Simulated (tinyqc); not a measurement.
Electron continuity equation in a given potential, Scharfetter-Gummel discretisation: two steps of the calculation.

Steady state in one dimension: J = q mu n E + q D dn/dx with E = -dpsi/dx and D = mu Vt, dJ/dx = 0, fixed densities nL and nR at the ends. The potential is given, psi = 0 for x < L/2 and U (2 x/L - 1) beyond, and is not changed by the electrons.

Values chosen for this exercise; mobility close to that of In0.53Ga0.47As at room temperature: temperature T = 300 K; electron mobility mu = 10900 cm^2/(V s); length of the region L = 1.1 um; density at x = 0 nL = 1.5e15 cm^-3; density at x = L nR = 0 cm^-3.

Constants: q = 1.602176634e-19 C, kB = 1.380649e-23 J/K, Vt = kB T/q. Results are converted to the units shown.

Question 1. Bernoulli factors. d_i = (psi_(i+1) - psi_i)/Vt; B(d) = d/(exp(d) - 1), B(0) = 1. The flux on interval i is J_i = (q D/h) [n_(i+1) B(d_i) - n_i B(-d_i)].

psi, node 0 to 8 (V): 0.00000000  0.00000000  0.00000000  0.00000000  0.00000000  0.09000000  0.18000000  0.27000000  0.36000000

Wanted: d_i; B(d_i); B(-d_i).

Answer 1.

```
interval     d_i   B(d_i)  B(-d_i)
0         0.0000   1.0000   1.0000
1         0.0000   1.0000   1.0000
2         0.0000   1.0000   1.0000
3         0.0000   1.0000   1.0000
4         3.4814  0.11051   3.5919
5         3.4814  0.11051   3.5919
6         3.4814  0.11051   3.5919
7         3.4814  0.11051   3.5919
```

The largest |d_i| is 3.48, above 2, where central differences lose the sign pattern that keeps densities positive.

Question 2. Densities and current. B(d) = d/(exp(d) - 1) with d_i = (psi_(i+1) - psi_i)/Vt; b and f are the diagonal and right side of the balance equations. Solve B(-d_(i-1)) n_(i-1) + b_i n_i + B(d_i) n_(i+1) = f_i (end values already in f), then J_i = (q D/h) [n_(i+1) B(d_i) - n_i B(-d_i)], h = L/8, D = mu Vt.

```
interval      B(d_i)    B(-d_i)
0                  1          1
1                  1          1
2                  1          1
3                  1          1
4         0.11050607  3.5918615
5         0.11050607  3.5918615
6         0.11050607  3.5918615
7         0.11050607  3.5918615
```

```
node  diagonal b  right side f (cm^-3)
1             -2               -1.5e15
2             -2                     0
3             -2                     0
4     -4.5918615                     0
5     -3.7023676                     0
6     -3.7023676                     0
7     -3.7023676                     0
```

Wanted: n; J.

Answer 2.

n, node 0 to 8 (cm^-3): 1.5000e15  1.1501e15  8.0025e14  4.5037e14  1.0050e14  1.0050e14  1.0040e14  9.7408e13  0
J, interval 0 to 7 (A/cm^2): -1148.8  -1148.8  -1148.8  -1148.8  -1148.8  -1148.8  -1148.8  -1148.8

Range of the model: The drift velocity mu E exceeds 1e7 cm/s somewhere, where real mobilities no longer stay constant.

tinyqc, about 0.01 s, one thread, Intel Xeon 2.30GHz (shared host): `OMP_NUM_THREADS=1 python tinyqc.py 2220134 2220135 out.jsonl`
